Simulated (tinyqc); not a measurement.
## Read current of a NAND string, cells in series solved by shooting: read current against the number of cells

Cells in series, numbered from 0 at the source line (0 V) to the bit line, each followed by a gap resistance Rg. A cell with gate Vg, threshold VT, source Vs and drain Vd passes I = 2 nf K Vt^2 [F(Vs) - F(Vd)]/(1 + th max(Vg - VT, 0)), F(V) = ln^2(1 + exp((Vg - VT - nf V)/(2 nf Vt))). The selected cell has Vg = Vr, the others Vg = Vp.

For a trial current I start at 0 V and, cell by cell, solve for the drain: sqrt(F(Vd)) = sqrt(F(Vs) - I/k), k = 2 nf K Vt^2/(1 + th max(Vg - VT, 0)), Vd = [Vg - VT - 2 nf Vt ln(exp(sqrt F) - 1)]/nf, then add I Rg. The string current is the I for which the last node reaches Vbl. The apparent threshold is the Vr at which I = Is. Background: all other cells erased (VT = Ve) or all in the highest state (VT = Vh); ratio and shift are high over erased and high minus erased. The selected cell is in the middle, cell n/2.

Inputs (values chosen for the exercise); values of the order met in vertical NAND strings:
```
symbol,value,unit,meaning
T,300,K,temperature
K,4.2,uA/V^2,gain factor of a cell
nf,1.3,,slope factor
th,0.08,1/V,mobility reduction factor
Rg,3.6,kohm,resistance of the gap between cells
Vbl,0.4,V,bit-line voltage
Vp,6.2,V,pass voltage
Ve,-1.2,V,threshold of an erased cell
Vh,3.2,V,threshold of the highest state
Vx,0.7,V,threshold of the selected cell
Is,10,nA,sensing current
Vr,1.93,V,read voltage on the selected word line
```

Constants: q = 1.602176634e-19 C, kB = 1.380649e-23 J/K, Vt = kB T/q. Results are converted to the units shown.

Read current against the number of cells:

| n | I, others erased (uA) | I, others high (uA) | ratio | apparent VT, erased (V) | apparent VT, high (V) | background shift (mV) |
|---|---|---|---|---|---|---|
| 8 | 0.5934 | 0.3790 | 0.6387 | 0.7568 | 0.7593 | 2.469 |
| 16 | 0.3554 | 0.2058 | 0.5790 | 0.7597 | 0.7646 | 4.946 |
| 32 | 0.1969 | 0.1074 | 0.5453 | 0.7654 | 0.7754 | 9.925 |
| 64 | 0.1040 | 0.05489 | 0.5275 | 0.7769 | 0.7969 | 19.98 |
| 96 | 0.07069 | 0.03686 | 0.5215 | 0.7884 | 0.8186 | 30.18 |
| 128 | 0.05353 | 0.02775 | 0.5184 | 0.7999 | 0.8404 | 40.51 |
| 192 | 0.03604 | 0.01857 | 0.5153 | 0.8230 | 0.8847 | 61.74 |

What does the comparison show?

With erased neighbours the current falls from 0.593 to 0.0360 uA, as n^(-0.74) between the first two rows and n^(-0.98) between the last two (-1 once the series resistance rules). The ratio falls from 0.639 to 0.515 and the background shift rises from 2.47 to 61.7 mV.

tinyqc, about 0.8 s, one thread, Intel Xeon 2.30GHz (shared host): `OMP_NUM_THREADS=1 python tinyqc.py 2142265 2142266 out.jsonl`
